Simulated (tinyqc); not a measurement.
Pillar capacitor in an array: capacitance, non-linearity, leakage and relaxation: two steps of the calculation.

A film between two metal electrodes, each interface adding a series capacitance ci. The small-signal permittivity is ek (1 + aq E^2); the field is found with the linear permittivity. Leakage J = J0 sinh(E/Ef). After a voltage step the film passes a relaxation current kr C V tt^(-nr), tt being the time in seconds. The sidewall is a coaxial capacitor with radii a = dm/2 and b = dm/2 + t, depth AR dm; the end face is left out.

Values chosen for this exercise; permittivity of the order of that of hafnium oxide:
- ek = 20.1 (relative permittivity of the film)
- t = 5.7 nm (film thickness)
- ci = 72 uF/cm^2 (capacitance of each electrode interface (dead layer and screening))
- aq = 0.0051 cm^2/MV^2 (quadratic field coefficient of the permittivity)
- V = 1.2 V (bias)
- J0 = 1.6e-10 A/cm^2 (leakage prefactor)
- Ef = 0.26 MV/cm (field for an e-fold rise of the leakage)
- dm = 32 nm (diameter of the pillar)
- AR = 30 (aspect ratio, depth over diameter)
- pt = 66 nm (pitch of the square array)
- rho = 540 uohm cm (resistivity of the inner electrode)

Constants: eps0 = 8.8541878128e-14 F/cm where lengths are in cm. Results are converted to the units shown.

Problem 1. Planar capacitance, field and non-linearity. Planar film: Cf = eps0 ek/t, 1/C = 1/Cf + 2/ci, EOT = 3.9 eps0/C, effective permittivity C t/eps0, E = (V/t) C/Cf; quadratic coefficient [C(V)/C - 1]/V^2 with Cf (1 + aq E^2) in C(V).

Give: Cf; C; EOT; effective permittivity; E; quadratic coefficient; J.

Solution 1.

Cf = 3.122 uF/cm^2
C = 2.873 uF/cm^2
EOT = 1.202 nm
effective permittivity = 18.50
E = 1.937 MV/cm
quadratic coefficient = 1.221e4 ppm/V^2
J = 1.377e-7 A/cm^2

The interfaces take 7.98 % of the voltage.

Problem 2. Cell capacitance, fields and time constant. Per length 1/c = ln(b/a)/(2 pi eps0 ek) + (1/a + 1/b)/(2 pi ci); cell capacitance c AR dm; per footprint over pt^2; fields c V/(2 pi eps0 ek r) at r = a and b; resistance of the inner electrode rho AR dm/(pi a^2); time constant R C/3 of the distributed line.

Find: a; b; cell capacitance; capacitance per footprint; field at a; field at b; R; R C/3.

Solution 2.

a = 16.000 nm
b = 21.700 nm
cell capacitance = 3.2376 fF
capacitance per footprint = 74.326 uF/cm^2
field at a = 2.2620 MV/cm
field at b = 1.6678 MV/cm
R = 6.4458 kohm
R C/3 = 6.9564 ps

The array gives 25.9 times the planar capacitance per footprint; curvature makes the field at the inner electrode 1.17 times the planar value.

Computed by the program tinyqc: `OMP_NUM_THREADS=1 python tinyqc.py 2102189 2102190 out.jsonl`, one thread of a shared Intel Xeon 2.30GHz, about 0.01 s for the whole run.
